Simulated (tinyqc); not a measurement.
Inputs raised by 2 %, one at a time: kinetics of strain relaxation and threading dislocations in mismatched semiconductor layers. Computed by tinyqc, a small Python program. Command: `OMP_NUM_THREADS=1 python tinyqc.py 3008159 3008160 out.jsonl threading sens`. One thread of a shared host (Intel(R) Xeon(R) Processor @ 2.30GHz), about 0.01 s of CPU time with the checks.

60-degree dislocations on {111} planes of a (001) layer, isotropic elasticity. The Schmid factor is 1/sqrt(6), and a misfit segment relieves strain with b/2.

Inputs (values chosen for the exercise, modelled on Si(0.7)Ge(0.3) on Si):
```
quantity                                      value          unit
misfit f                                     0.0125             -
shear modulus G                                60.1           GPa
Poisson ratio nu                               0.27             -
Burgers vector b                               3.89      angstrom
glide activation energy Q                      1.92            eV
velocity prefactor v0                         31000   m/s per MPa
layer thickness h                                72            nm
anneal temperature T                            731             K
anneal time t                                    58             s
initial thread density rho_0                8.5e+07        1/cm^2
multiplication constant delta                  2100           1/m
grading rate (misfit per thickness) R_f      0.0022  1/micrometre
growth temperature of the buffer T_g            836             K
growth rate R_g                                0.77          nm/s
reaction radius r_A                             5.1            nm
final thickness of a thick uniform layer H      1.5    micrometre
aspect ratio of a trench                        2.4             -
```

Sources: fixed density of threads.

Constants: k_B = 8.617333262e-05 eV/K.

Method:
- Excess resolved stress tau = (1/sqrt 6) [2 G (1 + nu)/(1 - nu)] (e - e_eq), e_eq = b (1 - nu/4) [ln(h/b) + 1]/(4 pi (1 + nu) h), the Matthews-Blakeslee strain of an uncapped layer; glide velocity v = v0 tau exp(-Q/(k_B T)), tau in MPa.
- Threads run in two directions, so de/dt = -(b/4) rho v, with rho fixed. With x = e - e_eq, x0 = f - e_eq (fully strained at t = 0) and v = m S x (m the mobility, S x = tau): x = x0 exp(-t/t_r), t_r = 4/(b rho_0 m S).
- The half time is that at which x = x0/2.
- In steady grading, strain is fed at R_f R_g and relieved at (b/4) rho v. As a glide-limited estimate, the driving stress is taken as the mean stress of the strained top zone, whose depth z solves R_f z/2 = e_eq(z), with strain R_f z at the surface; tau_g = S R_f z/2 is its mean; then rho = 4 R_f R_g/(b m tau_g), m = v0 exp(-Q/(k_B T_g)), S = (1/sqrt 6) 2 G (1 + nu)/(1 - nu), e_eq(z) = b (1 - nu/4) [ln(z/b) + 1]/(4 pi (1 + nu) z).
- A separate case, a thick relaxed layer. Pair reactions during growth: d rho/dh = -K rho^2 with K = 2 r_A tan(psi) and threads inclined by psi = 45 degrees (the <110> lines of {111} planes), so rho = 1/(K H) for a layer that starts with far more threads than that, as highly mismatched layers do. In a trench along [110] a thread on {111} rises at 54.74 degrees across the width, and leaves through the wall below the height w tan(54.74 degrees) = sqrt(2) w; the share of threads, evenly spread over the floor, that reach the top is max(0, 1 - a/sqrt 2) for the aspect ratio a.

Runs; columns: (1) input moved; (2) from; (3) to; (4) excess stress tau (MPa); (5) strain left e; (6) thread density of the buffer (1/cm^2); (7) thread density at H (1/cm^2):
```
(1)                                                        (2)     (3)    (4)       (5)        (6)        (7)
base run                                                     -       -  899.5  0.007016  5.544e+05  6.536e+09
shear modulus G (GPa)                                     60.1  61.302  917.5  0.006943  5.435e+05  6.536e+09
velocity prefactor v0 (m/s per MPa)                      31000   31620  899.5  0.006943  5.435e+05  6.536e+09
anneal temperature T (K)                                   731  745.62  899.5  0.004734  5.544e+05  6.536e+09
anneal time t (s)                                           58   59.16  899.5  0.006943  5.544e+05  6.536e+09
multiplication constant delta (1/m)                       2100    2142  899.5  0.007016  5.544e+05  6.536e+09
growth rate R_g (nm/s)                                    0.77  0.7854  899.5  0.007016  5.655e+05  6.536e+09
final thickness of a thick uniform layer H (micrometre)    1.5    1.53  899.5  0.007016  5.544e+05  6.408e+09
```

Exponents ln(y'/y) / ln(x'/x):
```
input                                       excess stress tau  strain left e  thread density of the buffer  thread density at H
shear modulus G                                             1         -0.533                            -1                    0
velocity prefactor v0                                       0         -0.533                            -1                    0
anneal temperature T                                        0        -19.871                             0                    0
anneal time t                                               0         -0.533                             0                    0
multiplication constant delta                               0          0.000                             0                    0
growth rate R_g                                             0          0.000                             1                    0
final thickness of a thick uniform layer H                  0          0.000                             0                   -1
```

Among the inputs moved here: excess stress tau answers most in size to shear modulus G (exponent +1.000); its exponent is below 0.0005 for velocity prefactor v0, anneal temperature T, anneal time t, multiplication constant delta, growth rate R_g, final thickness of a thick uniform layer H. strain left e answers most in size to anneal temperature T (exponent -19.871), next to shear modulus G (-0.533); its exponent is below 0.0005 for multiplication constant delta, growth rate R_g, final thickness of a thick uniform layer H. thread density of the buffer answers most in size to shear modulus G (exponent -1.000), and about equally to velocity prefactor v0 (-1.000), growth rate R_g (+1.000); its exponent is below 0.0005 for anneal temperature T, anneal time t, multiplication constant delta, final thickness of a thick uniform layer H. Its exponent +1.000 in growth rate R_g: strain fed per time. Thread density at H answers most in size to final thickness of a thick uniform layer H (exponent -1.000); its exponent is below 0.0005 for shear modulus G, velocity prefactor v0, anneal temperature T, anneal time t, multiplication constant delta, growth rate R_g. Its exponent -1.000 in final thickness of a thick uniform layer H: pair reactions.

Caution (all rows): blocking of threads by crossing misfit lines, left out here, leaves real layers with more strain. Caution (all rows): at this small misfit a layer may start with fewer threads than 1/(K H), which is then only an upper bound.

Extremes, crossings and ranges named in words are read from the listed rows.
